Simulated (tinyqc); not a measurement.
# Worked calculation: trench capacitor in an array: capacitance, non-linearity, leakage and relaxation

Program tinyqc, `OMP_NUM_THREADS=1 python tinyqc.py 2102039 2102040 out.jsonl`; Intel Xeon 2.30GHz, shared host, one thread, about 0.01 s. Printed values are rounded.

A film between two metal electrodes, each interface adding a series capacitance ci. The small-signal permittivity is ek (1 + aq E^2); the field is found with the linear permittivity. Leakage J = J0 sinh(E/Ef). After a voltage step the film passes a relaxation current kr C V tt^(-nr), tt being the time in seconds. The sidewall is a coaxial capacitor with radii a = dm/2 - t and b = dm/2, depth AR dm; the end face is left out.

Inputs (values chosen for the exercise); permittivity of the order of that of titanium dioxide: relative permittivity of the film ek = 78.5; film thickness t = 17 nm; capacitance of each electrode interface (dead layer and screening) ci = 1000 uF/cm^2; quadratic field coefficient of the permittivity aq = 0.02 cm^2/MV^2; bias V = 2 V; leakage prefactor J0 = 5.5e-10 A/cm^2; field for an e-fold rise of the leakage Ef = 0.22 MV/cm; diameter of the hole dm = 150 nm; aspect ratio, depth over diameter AR = 20; pitch of the square array pt = 320 nm; resistivity of the inner electrode rho = 120 uohm cm.

Constants: eps0 = 8.8541878128e-14 F/cm where lengths are in cm. Results are converted to the units shown.

## Planar capacitance, field and non-linearity

Planar film: Cf = eps0 ek/t, 1/C = 1/Cf + 2/ci, EOT = 3.9 eps0/C, effective permittivity C t/eps0, E = (V/t) C/Cf; quadratic coefficient [C(V)/C - 1]/V^2 with Cf (1 + aq E^2) in C(V).

Cf = 4.088551 uF/cm^2
C = 4.055390 uF/cm^2
EOT = 0.8514923 nm
effective permittivity = 77.86330
E = 1.166928 MV/cm
quadratic coefficient = 6751.896 ppm/V^2
J = 5.532426e-8 A/cm^2

The interfaces take 0.811 % of the voltage.

## Cell capacitance, fields and time constant

Per length 1/c = ln(b/a)/(2 pi eps0 ek) + (1/a + 1/b)/(2 pi ci); cell capacitance c AR dm; per footprint over pt^2; fields c V/(2 pi eps0 ek r) at r = a and b; resistance of the inner electrode rho AR dm/(pi a^2); time constant R C/3 of the distributed line.

a = 58 nm
b = 75 nm
cell capacitance = 50.55154 fF
capacitance per footprint = 49.36674 uF/cm^2
field at a = 1.330506 MV/cm
field at b = 1.028925 MV/cm
R = 0.3406408 kohm
R C/3 = 5.739973 ps

The array gives 12.2 times the planar capacitance per footprint; curvature makes the field at the inner electrode 1.14 times the planar value.
